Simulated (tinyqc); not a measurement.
Epitaxial growth on a vicinal surface: Burton-Cabrera-Frank step flow, step-edge barrier and island nucleation: one step, computed by the program tinyqc.

Adatoms land at rate F, hop on a square grid (a simplification for hexagonal faces), desorb, or join steps. Lengths are in units of a and n is the adatom coverage. Steps ascend at x = 0 and descend at x = l.

Task: Scales. D = nu exp(-E_d/(k_B T)) (a^2/s, nu counted per direction); tau = exp(E_a/(k_B T))/nu; x_s = sqrt(D tau); n_eq = exp(-E_f/(k_B T)); terrace width l = h/(a tan(miscut)); Schwoebel length l_s = exp(E_s/(k_B T)) - 1. Temperatures in kelvin are T(C) + 273.15.

Inputs (values chosen for the exercise, close to those used for GaAs(001)):
```
quantity                     value      unit
site spacing a                   4  angstrom
step height h                 2.83  angstrom
diffusion barrier E_d         1.37        eV
desorption energy E_a         2.71        eV
adatom formation energy E_f   0.84        eV
step-edge barrier E_s            0        eV
attempt frequency nu             1       THz
miscut angle                     1   degrees
temperature T                  600         C
```

Constants: k_B = 8.617333262e-05 eV/K.

Give: D; lifetime tau; diffusion length x_s; equilibrium coverage n_eq; terrace width l; Schwoebel length l_s.

Result:

D = 12372 a^2/s

lifetime tau = 4385 s

diffusion length x_s = 7366 a

equilibrium coverage n_eq = 1.418e-05

terrace width l = 40.53 a

Schwoebel length l_s = 0 a

l/x_s = 0.00550: nearly every adatom reaches a step.
